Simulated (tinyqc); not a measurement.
From results back to parameters: image-charge renormalisation of a gap near a dielectric or metal. Three cases, with inputs chosen for the exercise.

Problem. A small molecule or defect in vacuum at height z above the image plane of a substrate has both its electron and hole levels stabilised by (e^2/4 pi eps0)(es - 1)/((es + 1) 4 z), so its gap shrinks by twice that. The reduced gap is given.

Constants: e^2/(4 pi eps0) = 14.39964547 eV angstrom.

Find: reduction; (es - 1)/(es + 1); z.

Method. z = (e^2/4 pi eps0)(es - 1)/((es + 1) 2 x reduction). Local and hybrid functionals miss this shift, since it is a non-local correlation effect.

Case 1.

Values chosen: E0 = 3.49 eV (quasiparticle gap far from the surface); es = 10000 (dielectric constant of the substrate (1e4: a metal)).

gap near the surface = 2.34740 eV

Solution.

reduction = 1.1426 eV
(es - 1)/(es + 1) = 0.9998
z = 6.30 angstrom

Case 2.

Values chosen: E0 = 3.04 eV (quasiparticle gap far from the surface); es = 4.5 (dielectric constant of the substrate (1e4: a metal)).

gap near the surface = 1.86520 eV

Solution.

reduction = 1.1748 eV
(es - 1)/(es + 1) = 0.6364
z = 3.90 angstrom

Case 3.

Values chosen: E0 = 2.37 eV (quasiparticle gap far from the surface); es = 25 (dielectric constant of the substrate (1e4: a metal)).

gap near the surface = 0.95596 eV

Solution.

reduction = 1.4140 eV
(es - 1)/(es + 1) = 0.9231
z = 4.70 angstrom

Computed by tinyqc, one run a case: `OMP_NUM_THREADS=1 python tinyqc.py N N+1 out.jsonl` with N = 1850324, 1850372, 1850397; one thread of a shared Intel(R) Xeon(R) Processor @ 2.30GHz, about 0.03 s a run at most.
